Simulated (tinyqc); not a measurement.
Vibrations of a mass or spring defect in a linear chain: one step, computed by the program tinyqc. Command: `OMP_NUM_THREADS=1 python tinyqc.py 3026528 3026529 out.jsonl localmode walk`. One thread of a shared host (Intel(R) Xeon(R) Processor @ 2.30GHz), about 0.01 s of CPU time with the checks.

A ring of N atoms with nearest-neighbour springs k and motion along the chain. Atom 1 is the defect, of mass M', and its two springs are k'. Odd sites are A (the defect replaces an A atom), even sites B.

Problem. Frequencies of the ring. Diagonalise D and leave out the zero eigenvalue of the uniform shift. nu = 15.6333042 THz x sqrt(lambda), lambda in eV/(angstrom^2 u).

Host: diatomic.

D (eV/(angstrom^2 u)):
```
             1           2           3           4           5           6           7           8
1    0.0180000  -0.0348889   0.0000000   0.0000000   0.0000000   0.0000000   0.0000000   0.0000000
2   -0.0348889   0.2479558  -0.0704694   0.0000000   0.0000000   0.0000000   0.0000000   0.0000000
3    0.0000000  -0.0704694   0.0881210  -0.0704694   0.0000000   0.0000000   0.0000000   0.0000000
4    0.0000000   0.0000000  -0.0704694   0.2254144  -0.0704694   0.0000000   0.0000000   0.0000000
5    0.0000000   0.0000000   0.0000000  -0.0704694   0.0881210  -0.0704694   0.0000000   0.0000000
6    0.0000000   0.0000000   0.0000000   0.0000000  -0.0704694   0.2254144  -0.0704694   0.0000000
7    0.0000000   0.0000000   0.0000000   0.0000000   0.0000000  -0.0704694   0.0881210  -0.0704694
8    0.0000000   0.0000000   0.0000000   0.0000000   0.0000000   0.0000000  -0.0704694   0.2254144
9    0.0000000   0.0000000   0.0000000   0.0000000   0.0000000   0.0000000   0.0000000  -0.0704694
10  -0.0348889   0.0000000   0.0000000   0.0000000   0.0000000   0.0000000   0.0000000   0.0000000

             9          10
1    0.0000000  -0.0348889
2    0.0000000   0.0000000
3    0.0000000   0.0000000
4    0.0000000   0.0000000
5    0.0000000   0.0000000
6    0.0000000   0.0000000
7    0.0000000   0.0000000
8   -0.0704694   0.0000000
9    0.0881210  -0.0704694
10  -0.0704694   0.2479558
```

Constants: nu for 1 eV/(angstrom^2 u) = 15.6333042 THz.

Give: nonzero frequencies.

Solution.

nonzero frequencies (THz): 1.704  2.473  3.675  4.328  7.570  7.842  8.286  8.510  8.711
